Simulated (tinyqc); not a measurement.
Octagonal on-chip spiral inductor, lumped pi model: two steps of the calculation.

Outer diameter do = di + 2 n wd + 2 (n - 1) sp, mean da = (do + di)/2, fill p = (do - di)/(do + di), length l = 3.314 n da. L = 2.25 mu0 n^2 da/(1 + 3.55 p), mu0 = 4 pi 1e-7 H/m. Rs = rho l/(wd delta (1 - exp(-th/delta))), delta = sqrt(rho/(pi f mu0)). Cs = n wd^2 eps0 eo/hu across the coil. At each end Cox = l wd eps0 eo/(2 ho) leads to the substrate branch Rsi = 2 rs he/(l wd) in parallel with Csi = l wd eps0 11.7/(2 he). With one end grounded Y = 1/(Rs + i w L) + i w Cs + 1/[1/(i w Cox) + 1/(1/Rsi + i w Csi)], w = 2 pi f; Q = -Im Y/Re Y. Eddy currents in neighbouring turns and in the substrate are left out.

Values chosen for this exercise; values of the order met in silicon radio-frequency processes: number of turns n = 5.5; line width wd = 15 um; space between turns sp = 1.5 um; inner diameter di = 80 um; metal thickness th = 2 um; metal resistivity rho = 3 uohm cm; oxide below the coil ho = 8.9 um; oxide between coil and underpass hu = 0.8 um; relative permittivity of the oxide eo = 4.1; substrate resistivity rs = 10 ohm cm; effective spreading depth in the substrate he = 80 um; frequency f = 2.5 GHz.

Constants: eps0 = 8.8541878128e-12 F/m. Results are converted to the units shown.

Problem 1. Geometry and model elements. do, l, L, delta, Rs, Cs, Cox, Rsi and Csi as defined.

Find: do; l; L; delta; Rs; Cs; Cox; Rsi; Csi.

Solution 1.

do = 258.50 um
l = 3084.9 um
L = 5.0403 nH
delta = 1.7435 um
Rs = 5.1855 ohm
Cs = 56.155 fF
Cox = 94.373 fF
Rsi = 345.77 ohm
Csi = 29.961 fF

Problem 2. Admittance, quality factor and apparent inductance. Series branch 1/(Rs + i w L), substrate branch, total Y, Q = -Im Y/Re Y, apparent inductance Im(1/Y)/w, metal-only value w L/Rs, share of the loss in the substrate Re(substrate branch)/Re Y.

L = 5.0403496 nH
Rs = 5.1854533 ohm
Cs = 56.154919 fF
Cox = 94.372990 fF
Rsi = 345.76804 ohm
Csi = 29.960547 fF

Wanted: series branch; substrate branch; Y; Q; apparent inductance; w L/Rs; share of the loss in the substrate.

Solution 2.

series branch = 0.824-12.577i mS
substrate branch = 0.5219+1.1300i mS
Y = 1.346-10.564i mS
Q = 7.8514
apparent inductance = 5.9299 nH
w L/Rs = 15.268
share of the loss in the substrate = 38.784 %

Q is 51.4 % of the metal-only value.

Computed by the program tinyqc: `OMP_NUM_THREADS=1 python tinyqc.py 2302203 2302204 out.jsonl`, one thread of a shared Intel Xeon 2.30GHz, about 0.01 s for the whole run.
